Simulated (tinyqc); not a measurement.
Gaps across the alloy: alloy A(1-x)B(x) by interpolation with bowing.

Each gap follows E(x) = (1 - x) E_A + x E_B - C x (1 - x); the lattice constant follows Vegard, a(x) = (1 - x) a_A + x a_B.

Constants: hc = 1239.841984 eV nm.

Inputs chosen for the exercise (A near GaSb, B near GaAs; shifted at random, so the results belong to these values and not to a real crystal): a = (6.1, 5.654) angstrom (lattice constant of A, B); Eg = (0.805, 1.499) eV (gap at Gamma to the s-like level of A, B); EgX = (1.137, 1.966) eV (gap to the lowest valley along Gamma-X of A, B); EgL = (0.883, 1.821) eV (gap to L of A, B); C = (1.219, 1.084, 1.361) eV (bowing of the Gamma, X and L gaps).

Eleven compositions.

Gaps (eV):

| x | a (angstrom) | Gamma | X | L | lowest | wavelength (nm) |
|---|---|---|---|---|---|---|
| 0.0 | 6.1000 | 0.805 | 1.137 | 0.883 | Gamma | 1540 |
| 0.1 | 6.0554 | 0.765 | 1.122 | 0.854 | Gamma | 1621 |
| 0.2 | 6.0108 | 0.749 | 1.129 | 0.853 | Gamma | 1656 |
| 0.3 | 5.9662 | 0.757 | 1.158 | 0.879 | Gamma | 1637 |
| 0.4 | 5.9216 | 0.790 | 1.208 | 0.932 | Gamma | 1569 |
| 0.5 | 5.8770 | 0.847 | 1.280 | 1.012 | Gamma | 1463 |
| 0.6 | 5.8324 | 0.929 | 1.374 | 1.119 | Gamma | 1335 |
| 0.7 | 5.7878 | 1.035 | 1.490 | 1.254 | Gamma | 1198 |
| 0.8 | 5.7432 | 1.165 | 1.627 | 1.416 | Gamma | 1064 |
| 0.9 | 5.6986 | 1.320 | 1.786 | 1.605 | Gamma | 939 |
| 1.0 | 5.6540 | 1.499 | 1.966 | 1.821 | Gamma | 827 |

The lowest valley is Gamma at every x. The Gamma gap has a minimum inside the range, 0.748 eV at x = (C - (E_B - E_A))/(2C) = 0.215, since the bowing exceeds the difference of the end gaps.

(tinyqc, `OMP_NUM_THREADS=1 python tinyqc.py 1050206 1050207 out.jsonl`, Intel(R) Xeon(R) Processor @ 2.30GHz, 1 thread, shared host, about 0.01 s.)
